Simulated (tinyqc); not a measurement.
Schottky diode by the thermionic emission-diffusion theory: two steps of the calculation.

Metal on an n-type semiconductor with one parabolic valley; V > 0 is forward bias (metal positive). The band bends as a parabola over the depletion layer, by Vd = Vbi - V; no image force. Carriers drift and diffuse up to the interface and leave it with the velocity vR.

Values chosen for this exercise; band and dielectric values close to those of gallium nitride:
- T = 300 K (temperature)
- me = 0.2 m0 (electron mass)
- eps_r = 9.43 (relative permittivity)
- mun = 1000 cm^2/(V s) (electron mobility)
- phi = 1.36 eV (barrier height seen from the metal)
- Nd = 1.9e16 cm^-3 (donor density)
- V = 0.33 V (bias)

Constants: q = 1.602176634e-19 C, kB = 1.380649e-23 J/K, h = 6.62607015e-34 J s, m0 = 9.1093837015e-31 kg, Vt = kB T/q, eps0 = 8.8541878128e-14 F/cm where lengths are in cm. Results are converted to the units shown.

Problem 1. Emission velocity. A* = 4 pi q me m0 kB^2/h^3 (times 1e-4 for A/(cm^2 K^2)); Nc = 2 (2 pi me m0 kB T/h^2)^1.5 (times 1e-6 for cm^-3); Vbi = phi - Vt ln(Nc/Nd); vR = A* T^2/(q Nc).

Give: A*; Nc; Vbi; vR.

Solution 1.

A* = 24.03 A/(cm^2 K^2)
Nc = 2.244e18 cm^-3
Vbi = 1.237 V
vR = 6.015e6 cm/s

vR equals sqrt(kB T/(2 pi me m0)).

Problem 2. Diffusion velocity. LD = sqrt(eps0 eps_r Vt/(q Nd)), a = sqrt((Vbi - V)/Vt), D(a) = exp(-a^2) int_0^a exp(s^2) ds (Dawson), vD = mun Vt/(sqrt(2) LD D(a)). For large a, vD tends to mun times the surface field sqrt(2 q Nd (Vbi - V)/(eps0 eps_r)).

Vbi = 1.2366396 V

Give: LD; a; D(a); vD; mun times the surface field.

Solution 2.

LD = 26.63 nm
a = 5.922
D(a) = 0.08569
vD = 8.011e7 cm/s
mun times the surface field = 8.131e7 cm/s

Program tinyqc, `OMP_NUM_THREADS=1 python tinyqc.py 2640106 2640107 out.jsonl`; Intel Xeon 2.30GHz, shared host, one thread, about 0.01 s.
